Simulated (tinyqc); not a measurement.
Dead time and true rate from two light levels.

Inverse problem. A non-paralysable detector measures m = n/(1 + n td); dark counts are negligible. Find td and the true rate at the lower flux.

measured rates at a photon flux and at four times that flux (1/s): [2.3076923e7, 5.4545455e7]

Solution. 1/m = 1/n + td, so the difference of the inverse rates is 3/(4 n).

td = 10.0 ns
n = 3.00e7 1/s

Computed by the program tinyqc: `OMP_NUM_THREADS=1 python tinyqc.py 2630015 2630016 out.jsonl`, one thread of a shared Intel Xeon 2.30GHz, about 0.01 s for the whole run.
